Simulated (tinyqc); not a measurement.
Film and buried-oxide thickness from two coupling ratios.

Question. In a depleted film -dVT/dVb is k1 = Cs Cbox/(Cox (Cs + Cbox)) for a front channel and k2 = Cbox (Cox + Cs)/(Cox Cs) for a back channel, with Cox = eps0 eox/tox, Cs = eps0 eps_r/ts, Cbox = 3.9 eps0/tb. Find ts and tb.

Parameters, values chosen for the exercise; band and dielectric values close to those of silicon:
- eps_r = 11.5 (relative permittivity)
- eox = 7.29 (relative permittivity of the gate insulator (close to silicon nitride))
- tox = 5.2 nm (insulator thickness)

coupling ratios for a front and a back channel: [0.062932565, 0.11872002]

Answer. With y = Cox/Cs and z = Cox/Cbox, 1/k1 = y + z and k2 = (1 + y)/z, so y = (k2/k1 - 1)/(1 + k2); the thicknesses follow from y and z.

ts = 6.50 nm
tb = 42.0 nm

Computed by the program tinyqc: `OMP_NUM_THREADS=1 python tinyqc.py 2190163 2190164 out.jsonl`, one thread of a shared Intel Xeon 2.30GHz, about 0.4 s for the whole run.
